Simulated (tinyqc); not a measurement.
Worked calculation: Hubbard chain of 2 sites. One step of it, computed by the program tinyqc.

Problem. The many-body Hamiltonian. Basis: all placements (u, d, 2, 0 on each site), up operators ordered before down ones; hops carry the sign of the same-spin electrons passed.

one-body matrix (hopping and site energies) (eV):
```
           1          2
1   0.000000  -1.370000
2  -1.370000   0.000000
```

U = 7.100000 eV

electrons, up and down: 1  1

Give: H.

Solution.

H (eV):
```
         20       ud       du       02
20   7.1000  -1.3700  -1.3700   0.0000
ud  -1.3700   0.0000   0.0000  -1.3700
du  -1.3700   0.0000   0.0000  -1.3700
02   0.0000  -1.3700  -1.3700   7.1000
```
